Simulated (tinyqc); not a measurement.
Anisotropic wet etching of Si(100): plane rates, V-grooves, membranes and undercut: one step, computed by the program tinyqc.

A long slot opens the mask on a (100) wafer. The floor etches at R100; (111) walls stand at theta = arctan(sqrt2) = 54.7356 degrees to the surface and recede at R111 along their normal.

Problem. Designing a membrane from the back side. Etch depth d - membrane, time = depth/R100; for a membrane as wide as w the opening must be w + sqrt2 depth - 2 u time; oxide mask consumed R_ox x time; a 1 K error changes the depth by the fraction E/(k_B T^2); a convex mask corner, such as that of a mesa, would retreat by c x depth.

Inputs (values chosen for the exercise, close to those used for potassium hydroxide solutions):
```
quantity                                                                  value  unit
activation energy of (100), E                                             0.598    eV
corner undercut rate over (100) rate, c                                     1.8     -
bath temperature T                                                           50     C
width w (mask opening along <110>, or membrane width in the design step)    8.5    um
wafer thickness d                                                           300    um
membrane thickness wanted                                                   5.8    um
```

R100 = 0.2122915 um/min

lateral rate u = 0.001922283 um/min

R_ox = 6.805741e-04 um/min

Constants: k_B = 8.617333262e-05 eV/K.

Give: time to reach the membrane; opening needed; oxide consumed; depth error per kelvin; retreat of a convex corner.

Solution.

time to reach the membrane = 1385.8 min

opening needed = 419.23 um

oxide consumed = 943.16 nm

depth error per kelvin = 19.551 um

retreat of a convex corner = 529.56 um

The error per kelvin is 337 % of the membrane, so a timed etch cannot hold it and an etch stop is needed. A corner retreat larger than the depth shows why mesas need compensation structures. Caution: the remaining silicon is too narrow for its thickness to act as a membrane. Caution: rates also depend on concentration, doping, additives and stirring, all held fixed here.
